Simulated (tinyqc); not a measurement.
Implant damage, amorphisation by cascade overlap, and solid-phase epitaxial regrowth: one step, computed by the program tinyqc. Command: `OMP_NUM_THREADS=1 python tinyqc.py 3111984 3111985 out.jsonl sper walk`. One thread of a shared host (Intel(R) Xeon(R) Processor @ 2.30GHz), about 0.01 s of CPU time with the checks.

Range and width of the damage are inputs. Dynamic annealing enters only through the surviving share f.

Problem. Overlap model. Gibbons model: a point turns amorphous after n + 1 hits; with y = A_i Q the amorphous share is 1 - exp(-y) sum_(k=0..n) y^k/k!. Doses are set by y.

Inputs (values chosen for the exercise, modelled on silicon ions in silicon): overlaps needed n = 2; area amorphised by one track A_i = 0.7 nm^2.

Give: the table «Amorphous share» with the columns Q (1/cm^2), direct impact (n = 0), given n, for y = 0.1, 0.3, 0.6, 1.0, 2.0, 3.0, 5.0, 8.0.

Solution.

Amorphous share:
```
y    Q (1/cm^2)  direct impact (n = 0)    given n
0.1   1.429e+13                 0.0952  1.547e-04
0.3   4.286e+13                 0.2592  3.599e-03
0.6   8.571e+13                 0.4512  2.312e-02
1.0   1.429e+14                 0.6321  8.030e-02
2.0   2.857e+14                 0.8647  3.233e-01
3.0   4.286e+14                 0.9502  5.768e-01
5.0   7.143e+14                 0.9933  8.753e-01
8.0   1.143e+15                 0.9997  9.862e-01
```

At small y the share grows as y^3; between the first rows the exponent is 2.86.
